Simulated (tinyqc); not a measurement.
Impurity strength from the transmission.

Question. An infinite chain has hopping -t with t = 1 eV and site energy 0; E = -2 t cos(k) with E = 0.88 eV. One site has the energy u > 0, so T(E) = 1/[1 + u^2/(4 t^2 sin^2 k)]. Find sin^2 k and u.

T(E) = 0.46926692

Answer. sin^2 k = 1 - (E/2t)^2, and u = 2 t |sin k| sqrt(1/T(E) - 1).

sin^2 k = 0.806
u = 1.91 eV

Numbers from tinyqc (`OMP_NUM_THREADS=1 python tinyqc.py 2660129 2660130 out.jsonl`; about 0.01 s on one thread of a shared Intel Xeon 2.30GHz).
